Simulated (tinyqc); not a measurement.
Tunnelling through a two-layer gate stack, WKB transmission and Tsu-Esaki current: two steps of the calculation.

Electrons leave the emitter at x = 0. Energies E (motion across the layers) are in eV from the emitter Fermi level; the collector Fermi level lies at -V and offers states at every E. No charge in the dielectric and no image force: F1 = V/(t1 + t2 eps1/eps2), F2 = F1 eps1/eps2; U = phi1 - F1 x in layer 1 and phi2 - F1 t1 - F2 (x - t1) in layer 2. With C = hbar^2/(2 m0), kappa = sqrt(m (U - E)/C) where U > E and 0 elsewhere; T(E) = exp(-S), S = 2 times the integral of kappa over x.

Inputs (values chosen for the exercise); layer 1 close to silicon nitride, layer 2 close to hafnium oxide:
```
symbol,value,unit,meaning
T,300,K,temperature
Ef,0.31,eV,Fermi energy of the emitter above its band bottom
me,0.21,m0,emitter mass in the supply function
phi1,2.06,eV,barrier of layer 1 above the emitter Fermi level at zero bias
m1,0.48,m0,tunnelling mass of layer 1
t1,0.9,nm,thickness of layer 1
eps1,7.43,,relative permittivity of layer 1
phi2,1.57,eV,barrier of layer 2 at zero bias
m2,0.19,m0,tunnelling mass of layer 2
t2,1.5,nm,thickness of layer 2
eps2,22.2,,relative permittivity of layer 2
V,1.3,V,voltage across the dielectric
Ea,-0.31,eV,lower end of the energy grid
Eb,0.29,eV,upper end of the energy grid
nE,15,,points of the energy grid
```

Constants: q = 1.602176634e-19 C, kB = 1.380649e-23 J/K, hbar = 1.054571817e-34 J s, m0 = 9.1093837015e-31 kg, Vt = kB T/q, hbar^2/(2 m0) = 0.0380998212 eV nm^2. Results are converted to the units shown.

Question 1. Fields and band edges. F1 = V/(t1 + t2 eps1/eps2), F2 = F1 eps1/eps2; U = phi1 - F1 x in layer 1 and phi2 - F1 t1 - F2 (x - t1) in layer 2. EOT = 3.9 (t1/eps1 + t2/eps2).

Give: F1; F2; U at the end of layer 1; U at the start of layer 2; U at the end of layer 2; EOT.

Answer 1.

F1 = 9.272 MV/cm
F2 = 3.103 MV/cm
U at the end of layer 1 = 1.225 eV
U at the start of layer 2 = 0.7355 eV
U at the end of layer 2 = 0.2700 eV
EOT = 0.7359 nm

Question 2. Current density on a coarse energy grid. Each layer adds (2/F) sqrt(m/C) [G(u at its left edge) - G(u at its right edge)] to S, with u = U - E (0 where negative) and G(u) = (2/3) u^1.5. The slope follows from 1/d = -dS/dE.

J = J0 times the integral of T(E) N(E) dE, N = ln[(1 + exp(-E/Vt))/(1 + exp((-E - V)/Vt))], J0 = q^2 me m0 kB T/(2 pi^2 hbar^3) (times 1e-4 for A/cm^2 per eV), by Simpson's rule on nE equally spaced points from Ea to Eb.

Wanted: E; T(E); N; T(E) N; J0; J.

Answer 2.

```
point    E (eV)       T(E)          N      T(E) N
0      -0.31000  3.2822e-7     11.991   3.9357e-6
1      -0.26714  4.2666e-7     10.334   4.4089e-6
2      -0.22429  5.5796e-7     8.6759   4.8408e-6
3      -0.18143  7.3443e-7     7.0189   5.1549e-6
4      -0.13857  9.7361e-7     5.3649   5.2233e-6
5      -0.09571  1.3008e-6     3.7268   4.8479e-6
6      -0.05286  1.7532e-6     2.1663   3.7980e-6
7      -0.01000  2.3861e-6    0.90514   2.1598e-6
8       0.03286  3.2840e-6    0.24730   8.1211e-7
9       0.07571  4.5784e-6   0.052083   2.3846e-7
10      0.11857  6.4819e-6   0.010136   6.5703e-8
11      0.16143  9.3523e-6  0.0019395   1.8139e-8
12      0.20429  1.3832e-5  3.6989e-4   5.1165e-9
13      0.24714  2.1226e-5  7.0496e-5   1.4963e-9
14      0.29000  3.5223e-5  1.3434e-5  4.7319e-10
```

J0 = 8.7857e7 A/(cm^2 eV)
J = 126.44 A/cm^2

The integrand peaks at E = -0.139 eV among these points.

Numbers from tinyqc (`OMP_NUM_THREADS=1 python tinyqc.py 2540072 2540073 out.jsonl`; about 0.04 s on one thread of a shared Intel Xeon 2.30GHz).
